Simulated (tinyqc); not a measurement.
## Access strength from the read disturbance

Question. Transistor (EKV form, voltages against the body): I = 2 n b Vt^2 [F(vp - Vs) - F(vp - Vd)] from drain to source, F(v) = ln^2(1 + exp(v/(2 Vt))), vp = (Vg - VT + sg |Vd - Vs|)/n. n-channel bodies are at 0; for the p-channel device all voltages are counted down from Vdd. b in uA/V^2 gives I in uA. In an SRAM read the low node Q obeys In(gate QB, drain Q) = Ip(gate QB, drain Q) + Ia, where the access transistor (threshold VTn) has its gate and drain at Vdd and its source at Q. Find Ia, ba and the cell ratio bn/ba.

Inputs (values chosen for the exercise): temperature T = 300 K; supply voltage Vdd = 0.7 V; slope factor n = 1.21; drain-induced barrier lowering sg = 0.059; n-channel threshold VTn = 0.28 V; p-channel threshold (magnitude) VTp = 0.43 V; gain factor of the pull-down transistor bn = 190 uA/V^2; gain factor of the pull-up transistor bp = 90 uA/V^2.

Constants: q = 1.602176634e-19 C, kB = 1.380649e-23 J/K, Vt = kB T/q. Results are converted to the units shown.

Q and QB in the read (V): 0.091456622  0.69983648

Solution. The node equation gives Ia, which is proportional to ba.

Ia = 6.41 uA
ba = 130 uA/V^2
cell ratio = 1.46

tinyqc, about 0.1 s, one thread, Intel Xeon 2.30GHz (shared host): `OMP_NUM_THREADS=1 python tinyqc.py 2340017 2340018 out.jsonl`
